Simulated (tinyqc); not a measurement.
What moves the results: bond unit of a tetrahedral oxide and its oxygen vacancy in tight binding. A value that a table varies takes the place of the one given here.

Two sp3 hybrids h1, h2 at eh = (es + 3 ep)/4 point at one oxygen with orbitals s, px, py, pz; x joins the two cations, z bisects the angle phi, and th = (180 - phi)/2. With u = hbar^2/(m d^2) = 2c/d^2, c = hbar^2/2m0: Vhs = -(1.32 + sqrt3 x 1.42) u/2 and Vhp = (1.42 + sqrt3 x 2.22) u/2. <h|s> = Vhs for both; <h1|px> = Vhp cos(th), <h2|px> = -Vhp cos(th); <h|pz> = Vhp sin(th) for both; py is a lone pair. The unit holds 8 electrons. Coupling between units, which widens the levels into bands, is left out.

Without the oxygen the two hybrids face each other at distance R and couple by -V2, V2 = 3.22 x 2c/R^2, c = hbar^2/2m0: a bond at eh - V2 with two electrons and an antibond at eh + V2. Levels are measured from eop, the lone-pair level that stands for the top of the valence band.

Constants: hbar^2/2m0 = 3.80998211 eV angstrom^2.

Parameters, chosen for this exercise (near tabulated values for SiO2; shifted at random, so the results belong to these values and not to a real crystal):
- es = -14.71 eV (s level of the cation)
- ep = -7.57 eV (p level of the cation)
- eos = -34.01 eV (s level of oxygen)
- eop = -16.5 eV (p level of oxygen)
- d = 1.61 angstrom (cation-oxygen distance)
- phi = 136 degrees (bond angle at oxygen)
- R = 2.88 angstrom (cation-cation distance across the vacancy)

## Bond angle at oxygen

phi is varied at fixed d. Levels above eop; cation-cation distance 2 d cos(th); band energy is twice the sum of the four filled levels, relative to phi = 180; excess on O is the number of electrons on oxygen less 6.

Against phi:

| phi (deg) | distance (angstrom) | level 2 | level 3 | level 5 | level 6 | excess on O | band energy (eV) |
|---|---|---|---|---|---|---|---|
| 110 | 2.638 | -6.078 | -2.789 | 12.390 | 13.223 | 0.879 | -2.184 |
| 120 | 2.789 | -6.557 | -2.232 | 11.791 | 13.702 | 0.906 | -1.944 |
| 130 | 2.918 | -6.970 | -1.681 | 11.204 | 14.115 | 0.945 | -1.597 |
| 140 | 3.026 | -7.315 | -1.160 | 10.652 | 14.460 | 0.993 | -1.182 |
| 150 | 3.110 | -7.586 | -0.697 | 10.165 | 14.731 | 1.047 | -0.750 |
| 160 | 3.171 | -7.782 | -0.326 | 9.776 | 14.927 | 1.099 | -0.366 |
| 170 | 3.208 | -7.901 | -0.084 | 9.524 | 15.046 | 1.139 | -0.097 |
| 180 | 3.220 | -7.940 | 0.000 | 9.436 | 15.085 | 1.154 | 0.000 |

Bending moves coupling from px to pz: level 2 rises from -7.94 to -6.08 eV and level 3 falls from 0.00 to -2.79 eV between 180 and 110 degrees. The lowest empty level is lowest at 180 degrees (9.44 eV) and highest at 110 (12.39 eV), so a spread of angles in a glass smears the conduction edge. The band energy is lowest at 110 degrees of those listed (-2.18 eV); the repulsion of the cations, not included, opposes bending.

## The vacancy as the cations move

R is varied; eh = (es + 3 ep)/4. The last two columns are the band energies of the bond with two electrons, -2 V2, and with one, -V2.

Against R (eV):

| R (angstrom) | V2 | bond level | antibond level | two electrons | one electron |
|---|---|---|---|---|---|
| 2.20 | 5.069 | 2.076 | 12.214 | -10.139 | -5.069 |
| 2.35 | 4.443 | 2.702 | 11.588 | -8.886 | -4.443 |
| 2.50 | 3.926 | 3.219 | 11.071 | -7.852 | -3.926 |
| 2.70 | 3.366 | 3.779 | 10.511 | -6.731 | -3.366 |
| 3.00 | 2.726 | 4.419 | 9.871 | -5.453 | -2.726 |
| 3.30 | 2.253 | 4.892 | 9.398 | -4.506 | -2.253 |
| 3.70 | 1.792 | 5.353 | 8.937 | -3.585 | -1.792 |
| 4.20 | 1.391 | 5.754 | 8.536 | -2.782 | -1.391 |

The bond level rises from 2.08 eV at 2.2 to 5.75 eV at 4.2 angstrom, towards the lone hybrid at 7.14 eV. Taking one electron away halves the pull between the cations (at 2.5 angstrom from 6.28 to 3.14 eV/angstrom), so the positive vacancy relaxes outward and its level moves up: capture and release of a hole take place at different energies.

## What each value does

Spacing from the highest filled to the lowest empty level, excess electrons on oxygen (their number less 6), and the vacancy bond level eh - V2 - eop, V2 = 3.22 x 2c/R^2. Each row changes one parameter from the base and keeps the others.

Results:

| case | spacing (eV) | excess on O | vacancy level (eV) |
|---|---|---|---|
| base | 10.8669 | 0.9728 | 4.1868 |
| es = -14.21 eV | 10.9696 | 0.9823 | 4.3118 |
| ep = -7.07 eV | 11.1758 | 1.0009 | 4.5618 |
| eos = -32.01 eV | 11.0011 | 0.9625 | 4.1868 |
| eop = -16 eV | 10.4275 | 0.9360 | 3.6868 |
| d = 1.65 angstrom | 10.5776 | 1.0037 | 4.1868 |
| phi = 128 degrees | 11.3195 | 0.9364 | 4.1868 |
| R = 3.03 angstrom | 10.8669 | 0.9728 | 4.4725 |

The largest shifts from the base row, up to three for each result and ties (the steps differ in size, so this ranks the rows, not the parameters). spacing (eV): phi +0.4526, eop -0.4394, ep +0.3088; unchanged at the printed digits by R. excess on O: eop -0.0368, phi -0.0364, d +0.0309; unchanged at the printed digits by R. vacancy level (eV): eop -0.5000, ep +0.3750, R +0.2856; unchanged at the printed digits by eos, d and phi.

tinyqc: `OMP_NUM_THREADS=1 python tinyqc.py 1452846 1452847 out.jsonl`; about 0.01 s, one thread, shared Intel(R) Xeon(R) Processor @ 2.30GHz.
